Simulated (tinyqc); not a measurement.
# From one set of inputs to another, one input at a time

Model: trap-assisted generation and recombination current of an abrupt junction. Computed by tinyqc, a small Python program. Command: `OMP_NUM_THREADS=1 python tinyqc.py 3004560 3004561 out.jsonl junctionleak ladder`. One thread of a shared host (Intel(R) Xeon(R) Processor @ 2.30GHz), about 0.03 s of CPU time with the checks.

Depletion approximation, flat quasi-Fermi levels across the depleted layer, long neutral regions with minority lifetimes tau_n and tau_p, full ionisation and Boltzmann statistics. Voltages in exponents stand for e V.

The inputs printed are set A. Inputs not listed in the table keep their values of set A, so the rows need not describe a real material.

Inputs (values chosen for the exercise, with bands and screening modelled on InP):
```
quantity                              value    unit
gap E_g                                1.37      eV
electron mass m_e                    0.0815     m_0
valleys M_c                               1       -
hole mass m_h                         0.602     m_0
dielectric constant eps                12.9       -
acceptor density N_A                9.9e+16   cm^-3
donor density N_D                   1.4e+17   cm^-3
capture time tau_n                  7.9e-08       s
capture time tau_p                  2.3e-05       s
trap level E_t - E_i                      0      eV
electron diffusion coefficient D_n       77  cm^2/s
hole diffusion coefficient D_p          8.8  cm^2/s
forward bias V                         0.62       V
reverse bias V_r                        6.3       V
temperature T                           250       K
tunnelling mass m_t                    0.15     m_0
```

Field enhancement: Hurkx tunnelling factor.

Constants: k_B = 8.617333262e-05 eV/K; m_0 = 9.1093837015e-31 kg; k_B = 1.380649e-23 J/K; h = 6.62607015e-34 J s; e = 1.602176634e-19 C; eps_0 = 8.8541878128e-12 F/m; hbar = 1.054571817e-34 J s.

Method:
- N_c = 2 M_c (2 pi m_e k_B T/h^2)^(3/2) and N_v = 2 (2 pi m_h k_B T/h^2)^(3/2), masses in units of m_0.
- n_i = sqrt(N_c N_v) exp(-E_g/2 k_B T); V_bi = (k_B T/e) ln(N_A N_D/n_i^2); diffusion saturation current J_d0 = e n_i^2 [sqrt(D_n/tau_n)/N_A + sqrt(D_p/tau_p)/N_D].
- W = sqrt(2 eps eps_0 (V_bi - V)(1/N_A + 1/N_D)/e), x_p = W N_D/(N_A + N_D), x_n = W - x_p, peak field F_m = 2 (V_bi - V)/W; reverse bias means V = -V_r.
- Both capture times are divided by 1 + Gamma, Gamma = 2 sqrt(3 pi) (F/F_G) exp((F/F_G)^2), F_G = sqrt(24 m_t (k_B T)^3)/(e hbar) (the low-field Hurkx form), F being the local field, linear in x from 0 at the edges to F_m.
- Potential from the p edge: phi = (V_bi - V) x^2/(x_p W) on the p side and (V_bi - V)[1 - (W - x)^2/(x_n W)] on the n side; p = N_A exp(-phi/k_B T), n = n_i^2 exp(V/k_B T)/p; U = (n p - n_i^2)/[tau_p (n + n_i exp(dE/k_B T)) + tau_n (p + n_i exp(-dE/k_B T))], dE = E_t - E_i, n1 = n_i exp(dE/k_B T), p1 = n_i exp(-dE/k_B T); J_t = e int U dx by the trapezoid rule on 400 intervals on each side.
- Total J = J_t + J_d0 (exp(V/k_B T) - 1); ideality n = (e/k_B T) dV/d ln J, central difference of 1 mV.

Each row keeps all changes above it:
```
input moved                   from       to  ideality factor  W (nm)  peak field F_m (V/cm)
set A                            -        -            1.964   430.8              3.504e+05
capture time tau_n (s)     7.9e-08    4e-05            1.963   430.8              3.504e+05
gap E_g (eV)                  1.37      1.6            2.010   437.3              3.557e+05
forward bias V (V)            0.62     0.35            2.014   437.3              3.557e+05
capture time tau_p (s)     2.3e-05  1.9e-09            1.993   437.3              3.557e+05
donor density N_D (cm^-3)  1.4e+17  2.2e+17            1.990   403.3              3.862e+05
tunnelling mass m_t (m_0)     0.15     0.33            1.974   403.3              3.862e+05
reverse bias V_r (V)           6.3      3.8            1.974   332.3              3.183e+05
```

Which inputs carry the difference?

Ideality factor goes from 1.96 to 1.97, a factor 1.005 in all. The largest single move comes from gap E_g (a factor 1.024), and capture time tau_p works against it (a factor 0.9893). W goes from 431 to 332, a factor 0.771 in all. The largest single move comes from reverse bias V_r (a factor 0.824). Peak field F_m goes from 350000 to 318000, a factor 0.908 in all. The largest single move comes from reverse bias V_r (a factor 0.824), and donor density N_D works against it (a factor 1.09). The single moves hold for this order of the switches; the total does not depend on the order.

Caution (all rows): one side is doped near or above its effective density of states, so Boltzmann statistics understate V_bi.

Extremes, crossings and ranges named in words are read from the listed rows.
